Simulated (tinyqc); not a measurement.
What each parameter does: two-dimensional electron gas with Rashba and Dresselhaus coupling.

H = c k^2/m + al (ky sx - kx sy) + b1 (kx sx - ky sy) + gam kx ky (kx sy - ky sx), s the Pauli matrices, x = [100], c = hbar^2/2m0, b1 = gam (pi/L)^2 (hard walls). H = c k^2/m + B.s, so E = c k^2/m -/+ |B| and the lower state has its spin along -B.

Constants: hbar^2/2m0 = 3.80998211 eV angstrom^2.

Values chosen for the exercise (of the size met in GaN; the results hold for these values, not for the real material): m = 0.2177 m0 (mass); al = 0.0057 eV angstrom (Rashba constant); gam = 0 eV angstrom^3 (bulk Dresselhaus constant); L = 84 angstrom (width of the (001) well); n = 5.9 1e11/cm^2 (sheet density (one subband filled)).

Splittings 2|B| at k0 = sqrt(2 pi n) along [100], [110] and [-110], and E0 = c k0^2/m; 1e11/cm^2 = 1e-5/angstrom^2.

One parameter was then changed.

Results before and after:

| case | [100] (meV) | [110] (meV) | [-110] (meV) | E0 (meV) |
|---|---|---|---|---|
| base | 0.2195 | 0.2195 | 0.2195 | 6.49 |
| changed | 0.2634 | 0.2634 | 0.2634 | 6.49 |

Which of these changes was made? (a) L = 104 angstrom; (b) gam = 3 eV angstrom^3; (c) n = 8.85 1e11/cm^2; (d) al = 0.00684 eV angstrom; (e) m = 0.23947 m0.

Answer: (d) al = 0.00684 eV angstrom. Of the candidates, run in turn, only this one gives the changed row.

All candidates:

| case | [100] (meV) | [110] (meV) | [-110] (meV) | E0 (meV) |
|---|---|---|---|---|
| base | 0.2195 | 0.2195 | 0.2195 | 6.49 |
| m = 0.23947 m0 | 0.2195 | 0.2195 | 0.2195 | 5.90 |
| al = 0.00684 eV angstrom | 0.2634 | 0.2634 | 0.2634 | 6.49 |
| gam = 3 eV angstrom^3 | 0.2726 | 0.3597 | 0.0793 | 6.49 |
| L = 104 angstrom | 0.2195 | 0.2195 | 0.2195 | 6.49 |
| n = 8.85 1e11/cm^2 | 0.2688 | 0.2688 | 0.2688 | 9.73 |

tinyqc: `OMP_NUM_THREADS=1 python tinyqc.py 1481149 1481150 out.jsonl`; about 0.01 s, one thread, shared Intel(R) Xeon(R) Processor @ 2.30GHz.
